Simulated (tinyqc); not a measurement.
What moves the results: static screening by free carriers. A value that a table varies takes the place of the one given here.

kF = (3 pi^2 n/Mv)^(1/3), EF = c kF^2/m with c = hbar^2/2m0, n in 1/angstrom^3 (1e-24 per 1/cm^3), e2 = e^2/(4 pi eps0). Thomas-Fermi: qTF^2 = 6 pi e2 n/(eps EF). Debye: qD^2 = 4 pi e2 n/(eps kB T).

F_j(eta) = (1/Gamma(j + 1)) integral_0^infinity x^j dx/(1 + exp(x - eta)), which tends to exp(eta) for eta << 0.

At finite T: qs^2 = qD^2 F_-1/2(eta)/F_1/2(eta), where n = Mv N F_1/2(eta) and N = 2 (m kB T/(4 pi c))^(3/2) with c = hbar^2/2m0, in 1/angstrom^3; times 1e24 for 1/cm^3.

Donor in the screened potential -(e2/eps) exp(-qs r)/r with the trial function exp(-r/a): E(a) = c/(m a^2) - (e2/eps) 4/(a (2 + qs a)^2), e2 = e^2/(4 pi eps0), c = hbar^2/2m0; isotropic mass.

Constants: hbar^2/2m0 = 3.80998211 eV angstrom^2; e^2/(4 pi eps0) = 14.39964547 eV angstrom; kB = 8.617333262e-05 eV/K; a0 (Bohr radius) = 0.5291772105 angstrom.

Inputs chosen for the exercise (near those of SiC; the results hold for these values, not for the real material): m = 0.3879 m0 (mass of one isotropic valley); Mv = 3 (valleys); eps = 9.6 (background dielectric constant); T = 400 K; n = 3.4e+20 1/cm^3 (carrier density).

## Screening unbinds the donor

All carriers n are taken as free and screen with qs(T); E(a) is minimised over a; a dash marks no bound state. aB = a0 eps/m.

Donor level:
```
n (1/cm^3)  n^(1/3) aB  qs aB  E (meV)   a/aB
4.0e+15          0.021  0.019   -55.08  1.000
3.0e+16          0.041  0.053   -51.43  1.002
2.0e+17          0.077  0.137   -43.08  1.012
4.0e+17          0.096  0.193   -38.00  1.023
1.0e+18          0.131  0.304   -29.15  1.055
3.0e+18          0.189  0.521   -15.68  1.157
8.0e+18          0.262  0.826    -3.67  1.472
2.0e+19          0.355  1.226        -      -
```

aB = 13.1 angstrom

The level rises from -55.08 meV at the lowest density to -3.67 meV at 8e+18 1/cm^3, against -57.27 meV unscreened. The trial function finds no bound state from 2e+19 1/cm^3 on, where qs aB = 1.23 and n^(1/3) aB = 0.36. This trial function loses binding at qs aB = 1 and the exact Yukawa problem at 1.19; the Mott rule of thumb is n^(1/3) aB = 0.26, which the last bound row of this table passes: the rule belongs to low temperature, and thermal carriers screen more weakly.

## From Debye to Thomas-Fermi

Screening lengths (angstrom):
```
n (1/cm^3)    eta   Debye  Thomas-Fermi  finite T
8.0e+16     -5.86   151.2         19.26     151.3
6.0e+17     -3.84   55.21         13.77     55.42
3.0e+18     -2.20   24.69         10.53     25.15
1.0e+19     -0.90   13.52         8.613     14.34
4.0e+19      0.85   6.761         6.837     8.243
1.0e+20      2.48   4.276         5.868     6.276
6.0e+20      9.24   1.746         4.353     4.375
2.0e+21     20.77  0.9562         3.562     3.565
```

Debye is within 5 % of the finite-T length up to 3e+18 1/cm^3 of the densities listed and Thomas-Fermi from 6e+20 on. The length goes as n^-0.50 at the low end and n^-0.17 at the high end, against the limits -1/2 and -1/6. Both limits give too short a length.

## What sets the screening length

All results formed anew. Each row changes one parameter from the base and keeps the others.

Results:
```
case                Debye (angstrom)  Thomas-Fermi (angstrom)  finite T (angstrom)
base                           2.319                    4.786                4.841
n = 6.8e+20 1/cm^3             1.640                    4.263                4.281
m = 0.5043 m0                  2.319                    4.197                4.285
eps = 11.52                    2.541                    5.242                5.303
T = 460 K                      2.487                    4.786                4.861
Mv = 4                         2.319                    4.348                4.425
```

The largest shifts from the base row, up to three for each result and ties (the steps differ in size, so this ranks the rows, not the parameters). Debye (angstrom): n -0.679, eps +0.221, T +0.168; unchanged at the printed digits by m and Mv. Thomas-Fermi (angstrom): m -0.588, n -0.522, eps +0.457; unchanged at the printed digits by T. finite T (angstrom): n -0.559, m -0.556, eps +0.462.

Computed by tinyqc, a small Python program: `OMP_NUM_THREADS=1 python tinyqc.py 1651438 1651439 out.jsonl` (the numbers bound the seed that draws the inputs); one thread of a shared host (Intel(R) Xeon(R) Processor @ 2.30GHz), about 0.01 s for the whole set of steps.
